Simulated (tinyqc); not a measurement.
Worked calculation: Hartree-Fock atom on a uniform radial grid, spin-unpolarised, for Be(2+). Computed by tinyqc, a small Python program that keeps every step. Settings: Z = 4, points = 64, R = 5.7, functional = hf2, mixing = 1.0, iteration cap = 74. Command: `OMP_NUM_THREADS=1 python tinyqc.py 23494 23495 out.jsonl` (the two numbers bound the seeds that draw the settings). One thread of a shared host (Intel(R) Xeon(R) Processor @ 2.60GHz), about 0.01 s of CPU time with the checks. Later iterations appear only in the table of the cycle.

## Iteration 1

Spherical atom on a uniform radial grid r_j = j h with h = R/(N + 1), h sum u^2 = 1 and integrals as h times sums, u(0) = u(R) = 0 (atomic units):
```
parameter,value
Z,4
points N,64
R,5.700000
h,0.087692
mixing,1.000000
electrons in 1s,2
```

Three-point differences turn -u''/2 + [l(l+1)/2r^2 - Z/r + V] u = e u into a tridiagonal matrix (diagonal 1/h^2 + potential, off-diagonal -1/2h^2). D = sum f u^2; the Hartree potential y/r solves y'' = -D/r with y(0) = 0, y(R) = N_e; for two electrons in one orbital exchange is -V_H/2 (Hartree-Fock); E = sum f e - int D V + int D (V_H/2 + eps_xc); V(new) = V + mixing (V_H + v_xc - V).

eigenvalues (hartree): 1s -7.767988

Every 4th grid point:
```
r,V in,u(1s),D,V_H,v_xc
0.350769,0.000000,1.377351,3.794193,4.855996,-2.427998
0.701538,0.000000,0.695948,0.968687,2.808509,-1.404255
1.052308,0.000000,0.263736,0.139114,1.898128,-0.949064
1.403077,0.000000,0.088840,0.015785,1.425290,-0.712645
1.753846,0.000000,0.028056,0.001574,1.140342,-0.570171
2.104615,0.000000,0.008506,0.000145,0.950292,-0.475146
2.455385,0.000000,0.002507,0.000013,0.814536,-0.407268
2.806154,0.000000,0.000724,1.05e-06,0.712719,-0.356360
3.156923,0.000000,0.000206,8.47e-08,0.633528,-0.316764
3.507692,0.000000,0.000058,6.67e-09,0.570175,-0.285088
3.858462,0.000000,0.000016,5.15e-10,0.518341,-0.259171
4.209231,0.000000,4.42e-06,3.91e-11,0.475146,-0.237573
4.560000,0.000000,1.21e-06,0,0.438596,-0.219298
4.910769,0.000000,3.28e-07,0,0.407268,-0.203634
5.261538,0.000000,8.58e-08,0,0.380117,-0.190058
5.612308,0.000000,1.16e-08,0,0.356360,-0.178180
```

total energy = -13.06785018 hartree

## Iteration 2

As before.

eigenvalues (hartree): 1s -5.365046

Every 4th grid point:
```
r,V in,u(1s),D,V_H,v_xc
0.350769,2.427998,1.331592,3.546272,4.624218,-2.312109
0.701538,1.404255,0.785691,1.234620,2.774535,-1.387267
1.052308,0.949064,0.358957,0.257700,1.894061,-0.947031
1.403077,0.712645,0.147792,0.043685,1.424844,-0.712422
1.753846,0.570171,0.057462,0.006604,1.140295,-0.570148
2.104615,0.475146,0.021543,0.000928,0.950287,-0.475144
2.455385,0.407268,0.007876,0.000124,0.814536,-0.407268
2.806154,0.356360,0.002827,0.000016,0.712719,-0.356360
3.156923,0.316764,0.001000,2.00e-06,0.633528,-0.316764
3.507692,0.285088,0.000350,2.45e-07,0.570175,-0.285088
3.858462,0.259171,0.000121,2.95e-08,0.518341,-0.259171
4.209231,0.237573,0.000042,3.49e-09,0.475146,-0.237573
4.560000,0.219298,0.000014,4.08e-10,0.438596,-0.219298
4.910769,0.203634,4.83e-06,4.66e-11,0.407268,-0.203634
5.261538,0.190058,1.54e-06,0,0.380117,-0.190058
5.612308,0.178180,2.33e-07,0,0.356360,-0.178180
```

total energy = -13.18265122 hartree

## Iteration 3

As before.

eigenvalues (hartree): 1s -5.488578

Every 4th grid point:
```
r,V in,u(1s),D,V_H,v_xc
0.350769,2.312109,1.337435,3.577465,4.653797,-2.326898
0.701538,1.387267,0.775194,1.201852,2.779036,-1.389518
1.052308,0.947031,0.348072,0.242309,1.894639,-0.947319
1.403077,0.712422,0.141001,0.039763,1.424913,-0.712457
1.753846,0.570148,0.053978,0.005827,1.140303,-0.570151
2.104615,0.475144,0.019935,0.000795,0.950288,-0.475144
2.455385,0.407268,0.007182,0.000103,0.814536,-0.407268
2.806154,0.356360,0.002540,0.000013,0.712719,-0.356360
3.156923,0.316764,0.000886,1.57e-06,0.633528,-0.316764
3.507692,0.285088,0.000306,1.87e-07,0.570175,-0.285088
3.858462,0.259171,0.000105,2.19e-08,0.518341,-0.259171
4.209231,0.237573,0.000035,2.52e-09,0.475146,-0.237573
4.560000,0.219298,0.000012,2.86e-10,0.438596,-0.219298
4.910769,0.203634,3.99e-06,3.18e-11,0.407268,-0.203634
5.261538,0.190058,1.26e-06,0,0.380117,-0.190058
5.612308,0.178180,1.89e-07,0,0.356360,-0.178180
```

total energy = -13.18438133 hartree

## Convergence

Stop when input and output potentials agree to 1e-7.

Course of the cycle (hartree):
```
iteration,E,e(1s),largest |V(out) - V(in)|
1,-13.06785018,-7.767988,3.77e+00
2,-13.18265122,-5.365046,3.37e-01
3,-13.18438133,-5.488578,4.29e-02
4,-13.18440889,-5.472714,5.41e-03
5,-13.18440933,-5.474703,6.81e-04
6,-13.18440934,-5.474452,8.59e-05
7,-13.18440934,-5.474484,1.08e-05
8,-13.18440934,-5.474480,1.36e-06
9,-13.18440934,-5.474480,1.72e-07
10,-13.18440934,-5.474480,2.17e-08
```

Converged in 10 iterations. A uniform grid resolves the cusp poorly: for a bare nucleus this grid gives 1s at -7.76799 against -Z^2/2 = -8 hartree. Before convergence this energy mixes input and output and is not variational, so it may rise towards its limit.
